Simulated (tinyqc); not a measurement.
Bias-temperature instability, empirical power law with universal recovery: two steps of the calculation.

Threshold-voltage shift at the end of a stress: dV = A (V/V0)^g exp[-(Ea q/kB)(1/T - 1/T0)] (t/1 s)^n. After a delay tr the permanent share pp stays and the rest falls by r = 1/(1 + B (tr/t)^be). An empirical model: its parameters are fits, not properties.

Parameters, values chosen for the exercise:
- V0 = 1.5 V (reference stress voltage)
- T0 = 373 K (reference temperature)
- A = 4.9 mV (shift after 1 s at V0 and T0)
- n = 0.21 (time exponent)
- g = 3.6 (voltage exponent)
- Ea = 0.18 eV (apparent activation energy of the shift)
- pp = 0.44 (permanent share)
- B = 1.1 (recovery scale)
- be = 0.17 (recovery dispersion)
- V = 0.72 V (use voltage)
- T = 378 K (use temperature)
- dc = 70 mV (failure criterion)
- tr = 1e-5 s (delay before the measurement)

Constants: q = 1.602176634e-19 C, kB = 1.380649e-23 J/K. Results are converted to the units shown.

Task 1. Shift and lifetime at use conditions. The lifetime solves dV = dc; ten years are 3.15576e8 s.

Find: voltage factor; temperature factor; shift after ten years; lifetime; largest voltage for ten years.

Result 1.

voltage factor = 0.071198
temperature factor = 1.0769
shift after ten years = 22.890 mV
lifetime = 2050 years
largest voltage for ten years = 0.98216 V

The device passes: the shift at ten years is below dc. A lifetime beyond 100 years is a far extrapolation of the power law. In time the voltage exponent is g/n = 17.1 and the activation energy Ea/n = 0.857 eV.

Task 2. What a delayed measurement sees. At V0 and T0, measured shift = dV [pp + (1 - pp) r]; the apparent exponent is the slope of ln(shift) against ln t between the first and last point.

t, point 0 to 2 (s): 1  10  100

Give: dV; share left; measured; apparent n.

Result 2.

```
point  dV (mV)  share left  measured (mV)
0        4.900      0.9247          4.531
1        7.947      0.9468          7.524
2        12.89      0.9629          12.41
```

apparent n = 0.2188

The delay hides 3.71 % of the last shift and raises the exponent from 0.21 to 0.219, since short stresses recover by a larger share.

Numbers from tinyqc (`OMP_NUM_THREADS=1 python tinyqc.py 2070023 2070024 out.jsonl`; about 0.01 s on one thread of a shared Intel Xeon 2.30GHz).
